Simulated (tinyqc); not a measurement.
From results back to parameters: image-charge renormalisation of a gap near a dielectric or metal. Three cases, with inputs chosen for the exercise.

Problem. A small molecule or defect in vacuum at height z above the image plane of a substrate has both its electron and hole levels stabilised by (e^2/4 pi eps0)(es - 1)/((es + 1) 4 z), so its gap shrinks by twice that. The reduced gap is given.

Constants: e^2/(4 pi eps0) = 14.39964547 eV angstrom.

Case 1.

Values chosen: E0 = 8.34 eV (quasiparticle gap far from the surface); es = 11.7 (dielectric constant of the substrate (1e4: a metal)).

gap near the surface = 6.60686 eV

Case 2.

Values chosen: E0 = 7.45 eV (quasiparticle gap far from the surface); es = 2.3 (dielectric constant of the substrate (1e4: a metal)).

gap near the surface = 6.97728 eV

Case 3.

Values chosen: E0 = 2.78 eV (quasiparticle gap far from the surface); es = 11.7 (dielectric constant of the substrate (1e4: a metal)).

gap near the surface = 2.05786 eV

Find: reduction; (es - 1)/(es + 1); z.

Solution. z = (e^2/4 pi eps0)(es - 1)/((es + 1) 2 x reduction). Local and hybrid functionals miss this shift, since it is a non-local correlation effect.

Case 1.

reduction = 1.7331 eV
(es - 1)/(es + 1) = 0.8425
z = 3.50 angstrom

Case 2.

reduction = 0.4727 eV
(es - 1)/(es + 1) = 0.3939
z = 6.00 angstrom

Case 3.

reduction = 0.7221 eV
(es - 1)/(es + 1) = 0.8425
z = 8.40 angstrom

Computed by tinyqc, one run a case: `OMP_NUM_THREADS=1 python tinyqc.py N N+1 out.jsonl` with N = 1880001, 1880008, 1880052; one thread of a shared Intel(R) Xeon(R) Processor @ 2.30GHz, about 0.03 s a run at most.
